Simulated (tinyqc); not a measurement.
Monte Carlo simulation of one carrier in a uniform electric field: one step, computed by the program tinyqc. Command: `OMP_NUM_THREADS=1 python tinyqc.py 3027639 3027640 out.jsonl mcfl walk`. One thread of a shared host (Intel(R) Xeon(R) Processor @ 2.30GHz), about 1 s of CPU time with the checks.

The force e F acts along +z. Flights end at the constant total rate Gamma; the part of Gamma that the real rates do not fill is self-scattering, which leaves k unchanged. One valley, no impurities; equivalent final valleys enter only through Z_f in the optical rate.

Task: Scattering event 2. Kane band: hbar^2 k^2/(2 m) = E (1 + alpha E), speed v = hbar k/(m (1 + 2 alpha E)), states per spin, volume and energy g(E) = m k (1 + 2 alpha E)/(2 pi^2 hbar^2); overlap factors are set to 1. Masses are multiplied by m_0 and all formulas are in SI units. Phonon occupation N_q = 1/(exp(hbar w/(k_B T)) - 1). Acoustic deformation potential (elastic, equipartition, absorption and emission together): 1/tau = 2 pi k_B T D_A^2 g(E)/(hbar rho v_l^2). Optical or intervalley deformation potential: 1/tau = (pi Z_f D_o^2/(rho w)) [N_q g(E + hbar w) + (N_q + 1) g(E - hbar w)], with g = 0 below the band edge. Choice: with cumulative rates in the order acoustic, absorption, emission, the process is the first whose sum exceeds r2 Gamma; if none, self-scattering. Final state: E' = E, E + hbar w or E - hbar w gives k'. Isotropic processes: cos(theta) = 1 - 2 r3 from the z axis, phi = 2 pi r4, k' (sin theta cos phi, sin theta sin phi, cos theta). Use row 2 of the random numbers.

Inputs (values chosen for the exercise, modelled on electrons in silicon): effective mass m = 0.317 m_0; non-parabolicity alpha = 0.51 1/eV; density rho = 2329 kg/m^3; sound velocity v_l = 8930 m/s; acoustic deformation potential D_A = 9.9 eV; phonon energy hbar w = 58.8 meV; optical or intervalley deformation potential D_o = 5 1e8 eV/cm; final valleys Z_f = 5; lattice temperature T = 150 K.

Crystal: non-polar. Band: Kane.

k at the end of the flight (1/nm): [0.2800000, -0.0320000, 0.3450912]

Random numbers (0.02 to 0.98, from up to 60 sets tried for early real events), one row a flight, columns r1, r2, r3, r4:
```
[[0.6519, 0.3184, 0.3164, 0.4423],
 [0.3050, 0.0330, 0.2189, 0.2257],
 [0.4194, 0.8808, 0.3711, 0.2818],
 [0.8300, 0.8511, 0.9760, 0.0558],
 [0.7303, 0.6000, 0.3583, 0.1717],
 [0.7222, 0.6048, 0.6041, 0.3520],
 [0.8386, 0.6617, 0.5984, 0.6643]]
```

Gamma = 23.35196 1e12/s

Constants: hbar = 1.054571817e-34 J s; m_0 = 9.1093837015e-31 kg; e = 1.602176634e-19 C; k_B = 1.380649e-23 J/K; hbar = 6.582119569e-16 eV s; k_B = 8.617333262e-05 eV/K.

Give: cumulative rates; r2 Gamma; process chosen; k after event 2, the start of the next flight.

Result:

cumulative rates (1e12/s): acoustic 1.003, absorption 1.066, emission 1.066

r2 Gamma = 0.7706 1e12/s

Process chosen: acoustic

k after event 2, the start of the next flight (1/nm): [0.0560, 0.3642, 0.2505]
